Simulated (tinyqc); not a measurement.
# From one set of inputs to another, one input at a time

Model: scattering rates of a carrier in a spherical band by Fermi's golden rule. Computed by tinyqc, a small Python program. Command: `OMP_NUM_THREADS=1 python tinyqc.py 3028829 3028830 out.jsonl scatter ladder`. One thread of a shared host (Intel(R) Xeon(R) Processor @ 2.30GHz), about 0.01 s of CPU time with the checks.

All processes here are isotropic or elastic, and the rate listed is the momentum relaxation rate.

The inputs printed are set A. Set A is modelled on electrons in germanium; the values taken over come from a set modelled on electrons in silicon. Inputs not listed in the table keep their values of set A, so the rows need not describe a real material.

Inputs (values chosen for the exercise, modelled on electrons in germanium):
```
quantity                                            value       unit
density-of-states mass of one valley m               0.22        m_0
non-parabolicity alpha                               0.62       1/eV
static permittivity eps_s                              16          -
density rho                                          5323     kg/m^3
sound velocity v_l                                   5290        m/s
acoustic deformation potential D_A                     11         eV
phonon energy hbar w                                 31.3        meV
optical or intervalley deformation potential D_o      4.9  1e8 eV/cm
final valleys Z_f                                       3          -
ionised impurity density N_I                      8.5e+15     1/cm^3
temperature T                                         300          K
carrier energy E                                       18        meV
alloy fraction x                                     0.38          -
alloy potential U                                     1.5         eV
lattice constant a                                   5.61   angstrom
```

Crystal: non-polar. Band: Kane. Impurity formula: Brooks-Herring. Further scattering: alloy.

Constants: k_B = 8.617333262e-05 eV/K; eps_0 = 8.8541878128e-12 F/m; k_B = 1.380649e-23 J/K; e = 1.602176634e-19 C; m_0 = 9.1093837015e-31 kg; hbar = 1.054571817e-34 J s; hbar = 6.582119569e-16 eV s.

Method:
- Phonon occupation N_q = 1/(exp(hbar w/(k_B T)) - 1).
- Debye screening by free carriers of density N_I: L_s = sqrt(eps_s eps_0 k_B T/(e^2 N_I)).
- Kane band: hbar^2 k^2/(2 m) = E (1 + alpha E), speed v = hbar k/(m (1 + 2 alpha E)), states per spin, volume and energy g(E) = m k (1 + 2 alpha E)/(2 pi^2 hbar^2); overlap factors are set to 1. Masses are multiplied by m_0 and all formulas are in SI units.
- Singly charged impurities, momentum relaxation: 1/tau = N_I e^4 m (1 + 2 alpha E) Phi/(8 pi (eps_s eps_0)^2 hbar^3 k^3), with alpha = 0 for a parabolic band.
- Brooks-Herring: Phi = ln(1 + b) - b/(1 + b), b = 4 k^2 L_s^2.
- Acoustic deformation potential (elastic, equipartition, absorption and emission together): 1/tau = 2 pi k_B T D_A^2 g(E)/(hbar rho v_l^2).
- Optical or intervalley deformation potential: 1/tau = (pi Z_f D_o^2/(rho w)) [N_q g(E + hbar w) + (N_q + 1) g(E - hbar w)], with g = 0 below the band edge.
- Alloy disorder: 1/tau = (2 pi/hbar) Omega x (1 - x) U^2 g(E), Omega = a^3/4 (other conventions for Omega rescale U).
- Rates add: 1/tau_m is the sum, and the mean free path is v tau_m.

Each row keeps all changes above it:
```
input moved                                                      from     to  ionised-impurity rate (1/s)  momentum relaxation time tau_m (fs)  mean free path (nm)
set A                                                               -      -                    3.434e+11                                75.54                12.60
phonon energy hbar w (meV)                                       31.3     60                    3.434e+11                                78.02                13.02
acoustic deformation potential D_A (eV)                            11    9.8                    3.434e+11                                80.02                13.35
static permittivity eps_s                                          16   11.7                    6.090e+11                                78.36                13.08
optical or intervalley deformation potential D_o (1e8 eV/cm)      4.9    5.3                    6.090e+11                                78.27                13.06
sound velocity v_l (m/s)                                         5290   9210                    6.090e+11                                83.69                13.97
ionised impurity density N_I (1/cm^3)                         8.5e+15  1e+16                    6.962e+11                                83.08                13.86
temperature T (K)                                                 300    150                    6.097e+11                                85.83                14.32
```

Which inputs carry the difference?

Ionised-impurity rate goes from 3.43e11 to 6.10e11, a factor 1.78 in all. The largest single move comes from static permittivity eps_s (a factor 1.77), and temperature T works against it (a factor 0.876). Momentum relaxation time tau_m goes from 75.5 to 85.8, a factor 1.14 in all. The largest single move comes from sound velocity v_l (a factor 1.07), and static permittivity eps_s works against it (a factor 0.9792). Mean free path goes from 12.6 to 14.3, a factor 1.14 in all. The largest single move comes from sound velocity v_l (a factor 1.07), and static permittivity eps_s works against it (a factor 0.9792). The single moves hold for this order of the switches; the total does not depend on the order.

Caution (rows static permittivity eps_s, optical or intervalley deformation potential D_o, sound velocity v_l, ionised impurity density N_I, temperature T): k times the effective Bohr radius is below 1, so the Born approximation behind the Brooks-Herring rate is rough.

Extremes, crossings and ranges named in words are read from the listed rows.
